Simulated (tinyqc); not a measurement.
Interfaces: Cahn-Hilliard equation on a periodic one-dimensional grid. Computed by tinyqc, a small Python program. Command: `OMP_NUM_THREADS=1 python tinyqc.py 3024105 3024106 out.jsonl cahn walk`. One thread of a shared host (Intel(R) Xeon(R) Processor @ 2.30GHz), about 0.1 s of CPU time with the checks.

Free energy F = h sum_j [A (c_j^2 - 1)^2/4 + (kappa/2) ((c_(j+1) - c_j)/h)^2]; dc/dt = Lap(mu), mu = A (c^3 - c) - kappa Lap(c), Lap(y)_j = (y_(j+1) - 2 y_j + y_(j-1))/h^2, mobility 1; the grid has n = 12 points.

Inputs (values chosen for the exercise, in reduced units):
```
quantity                    value  unit
spacing h                       1     -
well depth A                    1     -
gradient coefficient kappa      1     -
mean composition c0          0.31     -
noise amplitude              0.05     -
time step dt                0.056     -
end time                      100     -
```

Scheme: explicit Euler.

Method:
- Start: c_j = c0 + amplitude x (z_j - mean of z).
- c(new) = c + dt Lap(mu).
- Run to the end time; break off if |c| exceeds 3 or F has risen by more than 1e-9 in more than 30 steps. Domains = stretches with c > c0.
- Continuum wall between c = -1 and +1: c = tanh(x/w), w = sqrt(2 kappa/A), energy s = (2/3) sqrt(2 kappa A). With two walls per domain, the estimate of F at the end is 2 x domains x s. Volume fraction of the +1 phase by the lever rule: (1 + c0)/2.

random numbers: -0.318  0.132  -0.622  0.728  0.600  0.962  0.775  0.603  -0.797  -0.117  -0.943  0.990

Course:
```
step        t        F      min c     max c  domains
0       0.000  2.46039   0.254546  0.351196        2
36      2.016  2.44995   0.277954  0.352511        1
89      4.984  2.44848   0.266837  0.357023        1
179    10.024  2.44235   0.227099  0.384656        1
268    15.008  2.42238   0.152171  0.436537        1
357    19.992  2.35681   0.003312  0.520649        1
536    30.016  1.91858  -0.545804  0.810663        1
714    39.984  1.81525  -0.728211  0.952602        1
982    54.992  1.81445  -0.742333  0.964900        1
1250   70.000  1.81445  -0.742381  0.965043        1
1518   85.008  1.81445  -0.742267  0.965031        1
1786  100.016  1.81445  -0.742167  0.965020        1
```

F at the end = 1.81445

c at the end: -0.385388  0.324266  0.768492  0.922811  0.964873  0.965020  0.923490  0.770684  0.329551  -0.380746  -0.740883  -0.742167

wall half width w = 1.4142

wall energy s = 0.94281

estimate of F = 1.8856

volume fraction = 0.655

w/h = 1.4142

What follows from these numbers?

The run ends at F = 1.8144, 0.96 of the estimate: close to it, but the extremes of c are -0.742 and 0.965.
